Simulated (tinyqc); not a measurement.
Fermi-level pinning at a metal contact (Cowley-Sze model): barrier against work function.

Interface states of density Ds lie behind a thin layer of thickness dl. Neglecting the depletion charge, the barrier for electrons is phi = S (pM - chi) + (1 - S) E0 with S = 1/(1 + q Ds dl/(eps0 ei)); the barrier for holes is Eg - phi.

phi is listed beside the Schottky-Mott value pM - chi.

Inputs (values chosen for the exercise); material values close to those of silicon:
- Eg = 1.12 eV (band gap)
- chi = 4.04 eV (electron affinity)
- Ds = 1.4e13 cm^-2 eV^-1 (density of interface states)
- E0 = 0.62 eV (depth of their neutrality level below the conduction edge)
- dl = 0.43 nm (thickness of the interface layer)
- ei = 3 (its relative permittivity)

Constants: q = 1.602176634e-19 C, eps0 = 8.8541878128e-14 F/cm where lengths are in cm. Results are converted to the units shown.

Barrier against work function:
```
pM (eV),pM - chi (eV),phi (eV)
3.4,-0.6400,-0.3044
3.7,-0.3400,-0.08427
4,-0.04000,0.1358
4.3,0.2600,0.3559
4.6,0.5600,0.5760
4.9,0.8600,0.7961
5.2,1.160,1.016
5.5,1.460,1.236
5.8,1.760,1.456
```

phi rises with slope S = 0.734, by 1.76 eV over 2.40 eV of work function, and equals the Schottky-Mott value at pM = chi + E0 = 4.66 eV. For pM = 3.4, 3.7, 5.5, 5.8 phi lies outside the gap, where band states take over and the formula no longer holds.

Program tinyqc, `OMP_NUM_THREADS=1 python tinyqc.py 2430011 2430012 out.jsonl`; Intel Xeon 2.30GHz, shared host, one thread, about 0.01 s.
